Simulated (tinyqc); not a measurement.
Inside a calculation. Method: tight binding, dimerised chain. One step of it, computed by the program tinyqc.

Task: Open chain of 5 cells. The same hoppings without the wrap-around bond.

H of the open chain (eV), lower triangle:
```
            1          2          3          4          5          6          7          8
1    0.210000
2   -2.170000  -0.210000
3    0.000000  -1.710000   0.210000
4    0.000000   0.000000  -2.170000  -0.210000
5    0.000000   0.000000   0.000000  -1.710000   0.210000
6    0.000000   0.000000   0.000000   0.000000  -2.170000  -0.210000
7    0.000000   0.000000   0.000000   0.000000   0.000000  -1.710000   0.210000
8    0.000000   0.000000   0.000000   0.000000   0.000000   0.000000  -2.170000  -0.210000
9    0.000000   0.000000   0.000000   0.000000   0.000000   0.000000   0.000000  -1.710000
10   0.000000   0.000000   0.000000   0.000000   0.000000   0.000000   0.000000   0.000000

            9         10
9    0.210000
10  -2.170000  -0.210000
```

Give: levels; weights of the highest filled level on the sites.

Result:

levels (eV): -3.7343  -3.2942  -2.6074  -1.7513  -0.8938  0.8938  1.7513  2.6074  3.2942  3.7343

weights of the highest filled level on the sites: 0.1007  0.0261  0.1144  0.0895  0.0958  0.1546  0.0555  0.1846  0.0161  0.1626

The bulk gap runs from -0.5057 to 0.5057 eV; no level of this chain lies inside it.
